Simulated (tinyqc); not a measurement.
RHF in the sto-3g basis, for H4, spin multiplicity 1, step by step. One step of it, computed by the program tinyqc.

Question. Iteration 3: building the Fock matrix. J_ij = sum D_kl (ij|kl), K_ij = sum D_kl (ik|jl); F = H + J - 0.5 K; E = tr D H + tr D J / 2 - 0.25 tr D K + E_nn.

D after iteration 2, order 1H 1s, 2H 1s, 3H 1s, 4H 1s:
```
[[0.693692, 0.681818, -0.078553, -0.040897],
 [0.681818, 0.670817, -0.056120, -0.018694],
 [-0.078553, -0.056120, 0.672794, 0.681578],
 [-0.040897, -0.018694, 0.681578, 0.692663]]
```

core Hamiltonian H = T + V (hartree), order 1H 1s, 2H 1s, 3H 1s, 4H 1s:
```
[[-1.389775, -0.851469, -0.115018, -0.081044],
 [-0.851469, -1.389775, -0.081044, -0.115018],
 [-0.115018, -0.081044, -1.389775, -0.851469],
 [-0.081044, -0.115018, -0.851469, -1.389775]]
```

Two-electron integrals (ij|kl) in chemists' order, unique and non-zero (hartree):
```
(11|11) 0.774606   (21|11) 0.291215   (21|21) 0.141984   (22|11) 0.465207
(22|21) 0.291215   (22|22) 0.774606   (31|11) 0.026773   (31|21) 0.011416
(31|22) 0.020736   (31|31) 0.001938   (32|11) 0.015766   (32|21) 0.007923
(32|22) 0.016815   (32|31) 0.001191   (32|32) 0.000838   (33|11) 0.223101
(33|21) 0.102721   (33|22) 0.204394   (33|31) 0.026773   (33|32) 0.016815
(33|33) 0.774606   (41|11) 0.016815   (41|21) 0.007923   (41|22) 0.015766
(41|31) 0.001191   (41|32) 0.000827   (41|33) 0.015766   (41|41) 0.000838
(42|11) 0.020736   (42|21) 0.011416   (42|22) 0.026773   (42|31) 0.001509
(42|32) 0.001191   (42|33) 0.020736   (42|41) 0.001191   (42|42) 0.001938
(43|11) 0.102721   (43|21) 0.049474   (43|22) 0.102721   (43|31) 0.011416
(43|32) 0.007923   (43|33) 0.291215   (43|41) 0.007923   (43|42) 0.011416
(43|43) 0.141984   (44|11) 0.204394   (44|21) 0.102721   (44|22) 0.223101
(44|31) 0.020736   (44|32) 0.015766   (44|33) 0.465207   (44|41) 0.016815
(44|42) 0.026773   (44|43) 0.291215   (44|44) 0.774606
```

nuclear repulsion = 1.87313529 hartree

Give: Coulomb J; exchange K; Fock matrix F; total energy of this density.

Answer.

Coulomb J (hartree), order 1H 1s, 2H 1s, 3H 1s, 4H 1s:
```
[[1.6701, 0.7949, 0.0954, 0.0657],
 [0.7949, 1.6641, 0.0657, 0.0954],
 [0.0954, 0.0657, 1.6641, 0.7951],
 [0.0657, 0.0954, 0.7951, 1.6706]]
```

exchange K (hartree), order 1H 1s, 2H 1s, 3H 1s, 4H 1s:
```
[[1.0260, 0.8092, 0.0557, 0.0564],
 [0.8092, 1.0137, 0.0538, 0.0662],
 [0.0557, 0.0538, 1.0127, 0.8093],
 [0.0564, 0.0662, 0.8093, 1.0276]]
```

Fock matrix F (hartree), order 1H 1s, 2H 1s, 3H 1s, 4H 1s:
```
[[-0.2327, -0.4611, -0.0475, -0.0435],
 [-0.4611, -0.2325, -0.0423, -0.0527],
 [-0.0475, -0.0423, -0.2320, -0.4611],
 [-0.0435, -0.0527, -0.4611, -0.2330]]
```

total energy of this density = -2.102932 hartree
